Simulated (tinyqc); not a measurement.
Against the doping: grain-boundary trapping model (Seto) of a polycrystalline semiconductor film. Computed by tinyqc, a small Python program. Command: `OMP_NUM_THREADS=1 python tinyqc.py 3005875 3005876 out.jsonl poly walk`. One thread of a shared host (Intel(R) Xeon(R) Processor @ 2.30GHz), about 0.01 s of CPU time with the checks.

Grains of equal size L are joined by thin boundaries with one trap level. Trapped carriers deplete a width W on each side and raise a barrier, crossed by thermionic emission. Dopants are fully ionised, statistics are non-degenerate and mu_g does not depend on T.

Inputs (values chosen for the exercise, modelled on polycrystalline silicon): permittivity eps = 11.7; effective mass m = 0.43 m_0; effective density of states at 300 K, N_c = 1.9e+19 1/cm^3; grain size L = 22 nm; trap density Q_t = 7.6e+11 1/cm^2; trap level E_t below the band edge = 0.29 eV; mobility inside the grains mu_g = 78 cm^2/(V s); temperature T = 350 K.

Grain interior: resistance included.

Constants: e = 1.602176634e-19 C; eps_0 = 8.8541878128e-12 F/m; k_B = 8.617333262e-05 eV/K; m_0 = 9.1093837015e-31 kg; k_B = 1.380649e-23 J/K.

Method:
- If all traps fill, the grain is just depleted at N* = Q_t/L, with the barrier e Q_t L/(8 eps eps_0).
- N_c(T) = N_c (T/300 K)^(3/2). Filled traps Q = Q_t/(1 + (1/2) exp((E_t* - E_F)/k_B T)), where E_t* = e V_B - E_t and E_F are counted from the band edge at the grain centre. Partial depletion: Q = 2 N W, V_B = e N W^2/(2 eps eps_0), E_F = k_B T ln(N/N_c); solve for W. If that W would exceed L/2 the grain is fully depleted: W = L/2, Q = N L, and E_F follows from the trap equation. Centre density n_0 = N_c exp(E_F/k_B T).
- Boundary: sigma_b = L e^2 n_0 exp(-e V_B/k_B T)/sqrt(2 pi m k_B T); drift through the grain, depleted parts included: rho_g = [(1 - 2W/L) + (2W/L) int_0^1 exp(y^2 s^2) ds]/(e n_0 mu_g); rho = 1/sigma_b + rho_g. Mean carrier density n_av = n_0 [(1 - 2W/L) + (2W/L) (sqrt(pi)/2) erf(y)/y], y = sqrt(e V_B/k_B T); effective mobility 1/(e n_av rho).

N* = 3.45455e+17 1/cm^3

The same film:
```
N (1/cm^3)  W (nm)   V_B (V)  mean density (1/cm^3)  mobility (cm^2/(V s))  rho (ohm cm)
1.00e+16    11.000  0.000936             2.4305e+13                 62.577    4.1037e+03
3.50e+16    11.000  0.003275             9.6841e+13                 61.874    1.0416e+03
8.60e+16    11.000  0.008047             3.1722e+14                 60.206    3.2680e+02
1.70e+17    11.000  0.015907             1.1130e+15                 56.847    9.8649e+01
2.80e+17    11.000  0.026199             6.2915e+15                 51.537    1.9249e+01
4.10e+17     9.224  0.026977             3.3003e+17                 50.349    3.7562e-01
6.90e+17     5.496  0.016119             6.3729e+17                 55.665    1.7594e-01
1.40e+18     2.712  0.007964             1.3719e+18                 59.500    7.6464e-02
3.50e+18     1.085  0.003189             3.4882e+18                 61.536    2.9077e-02
1.40e+19     0.271  0.000798             1.3997e+19                 62.513    7.1332e-03
```

The barrier peaks among these rows at N = 4.1e17 (0.027 V) and the mobility has its minimum at 4.1e17; N* is 3.5e17. While the grain is fully depleted (W = L/2) V_B grows as N; once all traps are filled it falls as 1/N (last exponent -1.00). Partly depleted rows (W < L/2) with e V_B below 2 k_B T stretch the depletion approximation. Where N approaches N_c the non-degenerate statistics fail. rho drops most steeply, as N^-10.3, between 2.8e17 and 4.1e17.

Extremes, crossings and ranges named in words are read from the listed rows.
